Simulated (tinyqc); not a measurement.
Input admittance of a MOSFET at zero drain bias: distributed channel and distributed gate: one step of the calculation.

Source and drain grounded, strong inversion, w = 2 pi f, Cox = eps0 eox/tox. The channel is an RC line of resistance 1/(mu Cox Vo) per square fed from both ends, so one finger has the intrinsic admittance y = i w Cox L tanh(g)/g per width, g = (1/2) sqrt(i w tau), tau = L^2/(mu Vo). The vertical resistance rv/L is in series with y, the overlaps 2 i w Cov in parallel: y_t = 1/(1/y + rv/L) + 2 i w Cov. The gate strip is a line of Rsh/L per length loaded by y_t, so a finger has Y = y_t Wf tanh(k)/k, k = (Wf/sd) sqrt(y_t Rsh/L); the device has Nf Y.

Question. Admittance of the channel and stack per width. tau, g, c = Cox L, y and y_t as defined.

Inputs (values chosen for the exercise); values of the order met in silicon radio-frequency transistors: relative permittivity of the gate insulator (close to silicon dioxide) eox = 3.9; insulator thickness tox = 2 nm; channel length L = 0.075 um; channel mobility mu = 310 cm^2/(V s); gate overdrive Vo = 0.75 V; vertical resistivity of the gate stack rv = 6.4 ohm um^2; overlap and fringe capacitance on each side Cov = 0.37 fF/um; frequency f = 6 GHz.

Constants: eps0 = 8.8541878128e-14 F/cm where lengths are in cm. Results are converted to the units shown.

Give: tau; g; c; y; y_t.

Answer.

tau = 0.24194 ps
g = 0.033765+0.033765i
c = 1.2949 fF/um
y = 0.037+48.817i uS/um
y_t = 0.240+76.714i uS/um

w tau = 0.00912, and Im y is 1.00 of w c.

Numbers from tinyqc (`OMP_NUM_THREADS=1 python tinyqc.py 2262193 2262194 out.jsonl`; about 0.01 s on one thread of a shared Intel Xeon 2.30GHz).
